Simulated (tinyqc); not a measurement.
From ratio v(1)/v(theta_0) back to exchange current of the accelerated surface i_1: bottom-up copper filling of a trench by curvature-enhanced accelerator coverage. Computed by tinyqc, a small Python program. Command: `OMP_NUM_THREADS=1 python tinyqc.py 3023798 3023799 out.jsonl superfill inv`. One thread of a shared host (Intel(R) Xeon(R) Processor @ 2.30GHz), about 0.1 s of CPU time with the checks.

A rectangular trench keeps vertical walls and a flat floor. An accelerator floats on the surface; where area is lost in the corners it is passed on to the floor.

Inputs (values chosen for the exercise, close to those used for damascene copper plating):
```
quantity                                          value     unit
exchange current of the suppressed surface i_0    0.015  mA/cm^2
transfer coefficient alpha                         0.52        -
overpotential eta                                  0.18        V
starting coverage theta_0                         0.049        -
cupric ion concentration C                         0.24    mol/l
diffusivity D                                   5.8e-06   cm^2/s
boundary layer delta                                 22       um
temperature T                                       298        K
```

Constants: e = 1.602176634e-19 C; N_A = 6.02214076e+23 1/mol; k_B = 8.617333262e-05 eV/K.

Method. Kinetic current i_k = [i_0 (1 - theta) + i_1 theta] exp(alpha eta/(k_B T)), limit i_L = 2 F D C/delta, i = 1/(1/i_k + 1/i_L); velocity v = i Omega/(2F), Omega = 7.11 cm^3/mol, F = e N_A. Depletion inside the trench is ignored.

Task: A run gave the result below. Find the exchange current of the accelerated surface i_1, known to lie between 1.3 and 3 mA/cm^2.

ratio v(1)/v(theta_0) = 11.78588

Result:

Each step takes the trial c = (a f_b - b f_a)/(f_b - f_a), f being the result less the target and a, b, c the logarithms of the listed values; c replaces end b, the old b replaces a if the sign of f changed, and otherwise f_a is halved.

Scan of the range:
```
exchange current of the accelerated surface i_1 (mA/cm^2)  ratio v(1)/v(theta_0)
1.30                                                                     12.1356
1.49                                                                     11.9550
1.72                                                                     11.6896
1.97                                                                     11.3736
2.27                                                                     10.9834
2.61                                                                     10.5477
3.00                                                                     10.0711
```

False position (Illinois rule, in the logarithm of the input) inside the bracket:
```
step    end a    end b    trial  ratio v(1)/v(theta_0)
1     1.49000  1.72000  1.63275                11.7944
2     1.72000  1.63275  1.63970                11.7862
3     1.72000  1.63970  1.64028                11.7856
4     1.63970  1.64028  1.64000                11.7859
5     1.64028  1.64000  1.64000                11.7859
```

Ratio v(1)/v(theta_0) falls at every point of a 13-point scan of the range (every second point is shown), so one value fits; it is bracketed by 1.49 and 1.72. Answer: exchange current of the accelerated surface i_1 = 1.640 mA/cm^2.
